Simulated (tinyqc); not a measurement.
RKS/B3LYP (VWN-RPA form) in the sto-3g basis, for BeH2, spin multiplicity 1, step by step. One step of it, computed by the program tinyqc.

Task: Iteration 1: building the Kohn-Sham matrix. J_ij = sum D_kl (ij|kl), K_ij = sum D_kl (ik|jl); F = H + J - 0.1 K + V_xc; E = tr D H + tr D J / 2 - 0.05 tr D K + E_xc + E_nn.

D at the start, lower triangle:
```
            1Be 1s    1Be 2s   1Be 2px    1Be 2py   1Be 2pz     2H 1s     3H 1s
1Be 1s    2.152961
1Be 2s   -0.519146  2.030051
1Be 2px   0.000000  0.000000  0.000000
1Be 2py   0.000000  0.000000  0.000000   0.003152
1Be 2pz   0.000000  0.000000  0.000000   0.000000  0.000000
2H 1s    -0.031292  0.134835  0.000000   0.037587  0.000000  0.906801
3H 1s    -0.031292  0.134835  0.000000  -0.037587  0.000000  0.010402  0.906801
```

core Hamiltonian H = T + V (hartree), lower triangle:
```
            1Be 1s     1Be 2s    1Be 2px    1Be 2py    1Be 2pz      2H 1s      3H 1s
1Be 1s   -8.553024
1Be 2s   -2.110263  -2.763068
1Be 2px   0.000000   0.000000  -2.232434
1Be 2py   0.000000   0.000000   0.000000  -2.420467
1Be 2pz   0.000000   0.000000   0.000000   0.000000  -2.232434
2H 1s    -0.366678  -1.003500   0.000000  -1.106576   0.000000  -2.005263
3H 1s    -0.366678  -1.003500   0.000000   1.106576   0.000000  -0.055886  -2.005263
```

Two-electron integrals (ij|kl) in chemists' order, unique and non-zero (hartree):
```
(11|11) 2.298831    (21|11) 0.392036    (21|21) 0.079539    (22|11) 0.570988
(22|21) 0.143041    (22|22) 0.417683    (31|31) 0.014607    (32|31) 0.021888
(32|32) 0.092265    (33|11) 0.569578    (33|21) 0.143083    (33|22) 0.417589
(33|33) 0.449859    (41|41) 0.014607    (42|41) 0.021888    (42|42) 0.092265
(43|43) 0.024249    (44|11) 0.569578    (44|21) 0.143083    (44|22) 0.417589
(44|33) 0.401360    (44|44) 0.449859    (51|51) 0.014607    (52|51) 0.021888
(52|52) 0.092265    (53|53) 0.024249    (54|54) 0.024249    (55|11) 0.569578
(55|21) 0.143083    (55|22) 0.417589    (55|33) 0.401360    (55|44) 0.401360
(55|55) 0.449859    (61|11) 0.066344    (61|21) 0.013453    (61|22) 0.024406
(61|33) 0.024238    (61|41) 0.001185    (61|42) 0.002242    (61|44) 0.024755
(61|55) 0.024238    (61|61) 0.002385    (62|11) 0.172938    (62|21) 0.044022
(62|22) 0.141632    (62|33) 0.136119    (62|41) 0.005738    (62|42) 0.036308
(62|44) 0.152527    (62|55) 0.136119    (62|61) 0.008238    (62|62) 0.073763
(63|31) 0.003881    (63|32) 0.018554    (63|43) 0.006157    (63|63) 0.006449
(64|11) 0.190113    (64|21) 0.048955    (64|22) 0.165017    (64|33) 0.155259
(64|41) 0.009255    (64|42) 0.056261    (64|44) 0.184366    (64|55) 0.155259
(64|61) 0.009537    (64|62) 0.097392    (64|64) 0.132231    (65|51) 0.003881
(65|52) 0.018554    (65|54) 0.006157    (65|65) 0.006449    (66|11) 0.341569
(66|21) 0.088455    (66|22) 0.319799    (66|33) 0.296891    (66|41) 0.013002
(66|42) 0.107924    (66|44) 0.365336    (66|55) 0.296891    (66|61) 0.016905
(66|62) 0.214931    (66|64) 0.300300    (66|66) 0.774606    (71|11) 0.066344
(71|21) 0.013453    (71|22) 0.024406    (71|33) 0.024238    (71|41) -0.001185
(71|42) -0.002242   (71|44) 0.024755    (71|55) 0.024238    (71|61) 0.002180
(71|62) 0.006955    (71|64) 0.007483    (71|66) 0.013855    (71|71) 0.002385
(72|11) 0.172938    (72|21) 0.044022    (72|22) 0.141632    (72|33) 0.136119
(72|41) -0.005738   (72|42) -0.036308   (72|44) 0.152527    (72|55) 0.136119
(72|61) 0.006955    (72|62) 0.036851    (72|64) 0.039593    (72|66) 0.078770
(72|71) 0.008238    (72|72) 0.073763    (73|31) 0.003881    (73|32) 0.018554
(73|43) -0.006157   (73|63) 0.002477    (73|73) 0.006449    (74|11) -0.190113
(74|21) -0.048955   (74|22) -0.165017   (74|33) -0.155259   (74|41) 0.009255
(74|42) 0.056261    (74|44) -0.184366   (74|55) -0.155259   (74|61) -0.007483
(74|62) -0.039593   (74|64) -0.041427   (74|66) -0.084316   (74|71) -0.009537
(74|72) -0.097392   (74|74) 0.132231    (75|51) 0.003881    (75|52) 0.018554
(75|54) -0.006157   (75|65) 0.002477    (75|75) 0.006449    (76|11) 0.009426
(76|21) 0.002333    (76|22) 0.006615    (76|33) 0.006525    (76|44) 0.006793
(76|55) 0.006525    (76|61) 0.000399    (76|62) 0.002300    (76|64) 0.002716
(76|66) 0.005318    (76|71) 0.000399    (76|72) 0.002300    (76|74) -0.002716
(76|76) 0.000106    (77|11) 0.341569    (77|21) 0.088455    (77|22) 0.319799
(77|33) 0.296891    (77|41) -0.013002   (77|42) -0.107924   (77|44) 0.365336
(77|55) 0.296891    (77|61) 0.013855    (77|62) 0.078770    (77|64) 0.084316
(77|66) 0.171470    (77|71) 0.016905    (77|72) 0.214931    (77|74) -0.300300
(77|76) 0.005318    (77|77) 0.774606
```

nuclear repulsion = 2.91510453 hartree

V_xc (hartree), lower triangle:
```
            1Be 1s     1Be 2s    1Be 2px    1Be 2py    1Be 2pz      2H 1s      3H 1s
1Be 1s   -1.216289
1Be 2s   -0.176379  -0.270370
1Be 2px   0.000000   0.000000  -0.255564
1Be 2py   0.000000   0.000000   0.000000  -0.293484
1Be 2pz   0.000000   0.000000   0.000000   0.000000  -0.255564
2H 1s    -0.030088  -0.111923   0.000000  -0.141842   0.000000  -0.362836
3H 1s    -0.030088  -0.111923   0.000000   0.141842   0.000000  -0.004700  -0.362836
```

E_xc = sum of w rho eps_xc = -2.91487579 hartree

Give: Coulomb J; exchange K; Kohn-Sham matrix F; total energy of this density.

Result:

Coulomb J (hartree), lower triangle:
```
         1Be 1s  1Be 2s  1Be 2px  1Be 2py  1Be 2pz   2H 1s   3H 1s
1Be 1s   6.4364
1Be 2s   1.2422  2.6083
1Be 2px  0.0000  0.0000   2.5590
1Be 2py  0.0000  0.0000   0.0000   2.6965
1Be 2pz  0.0000  0.0000   0.0000   0.0000   2.5590
2H 1s    0.2115  0.9202   0.0000   1.0918   0.0000  2.2581
3H 1s    0.2115  0.9202   0.0000  -1.0918   0.0000  0.0426  2.2581
```

exchange K (hartree), lower triangle:
```
         1Be 1s  1Be 2s  1Be 2px  1Be 2py  1Be 2pz   2H 1s   3H 1s
1Be 1s   4.7073
1Be 2s   0.8192  1.0818
1Be 2px  0.0000  0.0000   0.2183
1Be 2py  0.0000  0.0000   0.0000   0.4933
1Be 2pz  0.0000  0.0000   0.0000   0.0000   0.2183
2H 1s    0.1550  0.5408   0.0000   0.3836   0.0000  0.9292
3H 1s    0.1550  0.5408   0.0000  -0.3836   0.0000  0.0984  0.9292
```

Kohn-Sham matrix F (hartree), lower triangle:
```
          1Be 1s   1Be 2s  1Be 2px  1Be 2py  1Be 2pz    2H 1s    3H 1s
1Be 1s   -3.8036
1Be 2s   -1.1264  -0.5333
1Be 2px   0.0000   0.0000   0.0492
1Be 2py   0.0000   0.0000   0.0000  -0.0668
1Be 2pz   0.0000   0.0000   0.0000   0.0000   0.0492
2H 1s    -0.2008  -0.2493   0.0000  -0.1950   0.0000  -0.2029
3H 1s    -0.2008  -0.2493   0.0000   0.1950   0.0000  -0.0279  -0.2029
```

total energy of this density = -15.513788 hartree

This density is the starting one; it is not idempotent, so its energy is not variational and may lie below the converged one.
